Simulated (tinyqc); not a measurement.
Phase shift across the band: Koster-Slater impurity in a tight-binding band, by Green functions and by supercells. Computed by tinyqc, a small Python program. Command: `OMP_NUM_THREADS=1 python tinyqc.py 3013135 3013136 out.jsonl kosterslater walk`. One thread of a shared host (Intel(R) Xeon(R) Processor @ 2.30GHz), about 0.06 s of CPU time with the checks.

One orbital per site, e(k) = -2 t sum cos(k_i) over 3 direction(s), band from -6 t to 6 t, lattice constant 1. One site has the extra energy U. Spin is left out.

Inputs (values chosen for the exercise, for a model band): hopping t = 0.51 eV; impurity potential U = -2.42 eV; broadening eta = 0.051 eV.

Lattice: simple cubic.

Method:
- Outside the band G0(E) = (1/pi) int_0^pi dk (2/(pi z)) K(16 t^2/z^2), z = E + 2 t cos k, K the complete elliptic integral with parameter m; 200 Gauss-Legendre points.
- A bound state solves 1/U = G0(E).
- Bisection in ln(distance from the edge) between 1e-5 t and |U| + t. Weight on the impurity site: -1/(U^2 dG0/dE), by a central difference with step min(1e-4 t, distance/30). Decay length along an axis: 1/arccosh(1 + distance/(2 t)).
- Inside the band G0(z), z = E + i eta, comes from the chain form 1/(sqrt(y - 2t) sqrt(y + 2t)) (principal roots) at y = z + 2 t cos k + 2 t cos k', averaged over k and k' in (0, pi) with 200 Gauss-Legendre points each.
- delta/pi = -arg(1 - U G0)/pi counts the states added below E (Friedel); host DOS = -Im G0/pi, DOS on the impurity = -Im[G0/(1 - U G0)]/pi; 13 evenly spaced energies from -(band edge + |U| + 2t) to +(band edge + |U| + 2t).

distance from the band edge = 0.129999 eV

level E_b = -3.19000 eV

Across the spectrum:
```
E (eV)   Re G0 (1/eV)  host DOS (1/eV)  DOS on the impurity (1/eV)  delta/pi
-6.5000      -0.16012          0.00043                      0.0012   0.00172
-5.4167      -0.19602          0.00067                      0.0024   0.00308
-4.3333      -0.25562          0.00121                      0.0083   0.00766
-3.2500      -0.39492          0.00423                      1.4120   0.19990
-2.1667      -0.53093          0.08586                      0.1693   0.63097
-1.0833      -0.56452          0.22985                      0.0721   0.56574
0.0000        0.00000          0.27401                      0.0513   0.35754
1.0833        0.56452          0.22985                      0.0266   0.20249
2.1667        0.53093          0.08586                      0.0152   0.08858
3.2500        0.39492          0.00423                      0.0011   0.00523
4.3333        0.25562          0.00121                      0.0005   0.00181
5.4167        0.19602          0.00067                      0.0003   0.00110
6.5000        0.16012          0.00043                      0.0002   0.00076
```

What follows from these numbers?

delta/pi starts and ends near zero (+0.002 and +0.001): the impurity moves states but creates none. The level lies only 2.5 eta outside the band, so the broadening smears its step. delta/pi rises at the bound state below the band (-3.190 eV), reaches 0.63 among these rows (1 in the limit of small eta, just above the level) and is paid back by the top of the band.

Extremes, crossings and ranges named in words are read from the listed rows.
